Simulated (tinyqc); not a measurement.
Ways to converge the cycle: SCF convergence aids in the sto-3g basis, for BeH, spin multiplicity 2. Computed by the program tinyqc with PySCF. UHF with one setting changed at a time; a run stops when the energy changes by less than 1e-09 hartree and the error matrix is below 1e-5. The start is the Wolfsberg-Helmholz matrix. Damping d keeps d of the old density; a shift (hartree) raises the virtual levels; DIIS n extrapolates F over n matrices.

Geometry (angstrom):
```
atom       x       y       z
Be    0.0000  0.0000  0.0000
H     0.0000  0.0000  2.6610
```

lowest solution found by these runs and by PySCF with stability checks = -14.823976 hartree

Largest element of the error matrix X^T (FDS - SDF) X:
```
iteration    plain  damping 0.3  damping 0.6  shift 0.4   DIIS 3   DIIS 8
1          2.0e-01      2.0e-01      2.0e-01    2.0e-01  2.0e-01  2.0e-01
2          8.6e-02      3.7e-02      9.2e-02    1.1e-01  8.6e-02  8.6e-02
3          1.3e-01      5.8e-02      4.6e-02    4.9e-02  7.7e-02  7.7e-02
4          9.7e-02      6.5e-02      4.0e-02    4.9e-02  8.0e-02  8.0e-02
5          6.1e-02      7.5e-02      5.2e-02    6.2e-02  6.5e-02  8.3e-02
6          2.9e-02      7.0e-02      6.2e-02    7.3e-02  2.8e-02  3.6e-02
8          4.1e-03      3.5e-02      7.3e-02    8.7e-02  9.4e-03  1.5e-02
10         1.2e-03      1.2e-02      6.5e-02    6.6e-02  4.5e-03  1.6e-03
14         1.8e-04      2.6e-03      3.0e-02    1.9e-02  6.9e-04  7.6e-08
20         1.1e-05      4.2e-04      5.9e-03    5.0e-03  3.5e-04        -
30               -      2.0e-05      1.2e-03    4.7e-04  1.1e-05        -
45               -            -      1.0e-04    1.3e-05        -        -
60               -            -      8.9e-06          -        -        -
```

How each run ends:
```
run          iterations  E (hartree)   state
plain                21    -14.75670  higher
damping 0.3          33    -14.75670  higher
damping 0.6          60    -14.75670  higher
shift 0.4            47    -14.75670  higher
DIIS 3               34    -14.59845  higher
DIIS 8               14    -14.59845  higher
```

What does the comparison show, and why?

No run reaches the lowest solution found. Ending on a higher stationary point: plain, damping 0.3, damping 0.6, shift 0.4, DIIS 3, DIIS 8; a small error matrix cannot reveal that, and an occupation fixed by the start is kept by symmetry or by the shape of the basin. Plain steps already contract here, so damping only slows them. DIIS 8 gains by cancelling the error over several earlier matrices, much as a quasi-Newton step does. DIIS minimises the error, not the energy, so it can stall or settle near a saddle, and its small system turns near-singular when few rotations are active.
